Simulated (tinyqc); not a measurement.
Inside a calculation. Method: ROHF in the sto-6g basis, for H4, spin multiplicity 3. This run ends on a higher stationary point, not on the lowest solution. One step of it, computed by the program tinyqc.

Question. Iteration 2: Roothaan effective Fock matrix. With projectors Pc = D(beta) S, Po = (D(alpha) - D(beta)) S, Pv = 1 - D(alpha) S, the block xy is Px^T F Py; with Fc = (F(alpha) + F(beta))/2, the blocks are Fc for cc, oo, vv and cv, F(beta) for co and F(alpha) for ov.

F(alpha) (hartree):
```
           1H 1s      2H 1s      3H 1s      4H 1s
1H 1s  -0.373727  -0.253666   0.012370  -0.008483
2H 1s  -0.253666  -0.276162  -0.152920   0.012217
3H 1s   0.012370  -0.152920  -0.277590  -0.252541
4H 1s  -0.008483   0.012217  -0.252541  -0.374784
```

F(beta) (hartree):
```
           1H 1s      2H 1s      3H 1s      4H 1s
1H 1s   0.138132  -0.173871  -0.053142  -0.028825
2H 1s  -0.173871  -0.002035  -0.131523  -0.053037
3H 1s  -0.053142  -0.131523   0.000864  -0.172458
4H 1s  -0.028825  -0.053037  -0.172458   0.141159
```

D(alpha) after iteration 1:
```
           1H 1s      2H 1s      3H 1s      4H 1s
1H 1s   0.837651   0.071288  -0.306673   0.218108
2H 1s   0.071288   0.591868   0.368294  -0.304869
3H 1s  -0.306673   0.368294   0.596441   0.066634
4H 1s   0.218108  -0.304869   0.066634   0.842158
```

D(beta) after iteration 1:
```
          1H 1s     2H 1s     3H 1s     4H 1s
1H 1s  0.151397  0.188444  0.187729  0.150668
2H 1s  0.188444  0.234556  0.233666  0.187536
3H 1s  0.187729  0.233666  0.232779  0.186825
4H 1s  0.150668  0.187536  0.186825  0.149942
```

overlap S:
```
          1H 1s     2H 1s     3H 1s     4H 1s
1H 1s  1.000000  0.239981  0.006316  0.000246
2H 1s  0.239981  1.000000  0.099569  0.006304
3H 1s  0.006316  0.099569  1.000000  0.239632
4H 1s  0.000246  0.006304  0.239632  1.000000
```

Give: effective F.

Answer.

effective F (hartree):
```
         1H 1s    2H 1s    3H 1s    4H 1s
1H 1s  -0.1130  -0.2001  -0.0245   0.0241
2H 1s  -0.2001  -0.1415  -0.1872  -0.0244
3H 1s  -0.0245  -0.1872  -0.1408  -0.1974
4H 1s   0.0241  -0.0244  -0.1974  -0.1115
```
